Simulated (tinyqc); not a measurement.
Poole-Frenkel parameters from three currents.

Problem. Poole-Frenkel conduction in an insulator follows J = s0 F exp[-(pt - sqrt(q F/(pi eps0 ei)))/Vt], Vt = kB T/q, F in V/cm. Find ei, pt and s0.

Constants: q = 1.602176634e-19 C, kB = 1.380649e-23 J/K, eps0 = 8.8541878128e-14 F/cm where lengths are in cm. Results are converted to the units shown.

J at (0.97 MV/cm, 300 K), (3.89 MV/cm, 300 K) and (3.89 MV/cm, 350 K) (A/cm^2): 5.8426542e-5  354.48419  1374.3638

Solution. The two fields give the lowering coefficient and so ei; the two temperatures give the lowered barrier, to which the lowering is added back.

ei = 4.15
pt = 0.980 eV
s0 = 1.20 S/cm

Program tinyqc, `OMP_NUM_THREADS=1 python tinyqc.py 2370134 2370135 out.jsonl`; Intel Xeon 2.30GHz, shared host, one thread, about 0.01 s.
